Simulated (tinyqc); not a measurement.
Longitudinal sound in a periodic multilayer: transfer matrices, stop bands and folded phonons: one step, computed by the program tinyqc. Command: `OMP_NUM_THREADS=1 python tinyqc.py 3003909 3003910 out.jsonl multilayer walk`. One thread of a shared host (Intel(R) Xeon(R) Processor @ 2.30GHz), about 0.01 s of CPU time with the checks.

Layers 1 and 2 repeat with period d = d_1 + d_2; waves travel normal to the layers, without loss. State vector (u, s): displacement u and stress divided by omega. Impedances Z = rho v are in 1e6 kg/(m^2 s).

Problem. Impedances, mean velocity and Bragg frequency. Z = rho v; interface reflection r = (Z_2 - Z_1)/(Z_2 + Z_1) (stress amplitude, from 1 into 2); Bragg frequency f_B = 1/[2 (d_1/v_1 + d_2/v_2)]; long-wave velocity v_eff = d/sqrt[(d_1/v_1)^2 + (d_2/v_2)^2 + (Z_1/Z_2 + Z_2/Z_1)(d_1/v_1)(d_2/v_2)].

Inputs (values chosen for the exercise, modelled on gallium arsenide (layer 1), aluminium arsenide (layer 2) and silicon (substrate)):
```
quantity            value    unit
density rho_1         5.3  g/cm^3
velocity v_1         4670     m/s
thickness d_1        11.4      nm
density rho_2        3.83  g/cm^3
velocity v_2         5640     m/s
thickness d_2        13.6      nm
substrate density    2.32  g/cm^3
substrate velocity   8350     m/s
```

Give: Z_1; Z_2; Z of the substrate; interface reflection r; Bragg frequency f_B; long-wave velocity v_eff.

Solution.

Z_1 = 24.751

Z_2 = 21.6012

Z of the substrate = 19.372

interface reflection r = -0.06795

Bragg frequency f_B = 103.0 GHz

long-wave velocity v_eff = 5140 m/s
